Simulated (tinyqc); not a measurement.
Worked calculation: tight binding, kagome lattice. One step of it, computed by the program tinyqc.

Question. Levels at k. Diagonalise the Hermitian matrix.

H(k) at k (eV):
```
,A,B,C
A,0.000000,-0.827757-1.218007i,-0.355051+0.896757i
B,-0.827757+1.218007i,0.000000,-0.827757-1.218007i
C,-0.355051-0.896757i,-0.827757+1.218007i,-0.360000
```

Give: eigenvalues; weights |c|^2 of the basis functions.

Answer.

eigenvalues (eV): -1.7490  -1.1277  2.5168

weights |c|^2 of the basis functions:
```
,band 1,band 2,band 3
A,0.0984,0.5754,0.3262
B,0.5657,0.0285,0.4059
C,0.3360,0.3961,0.2679
```
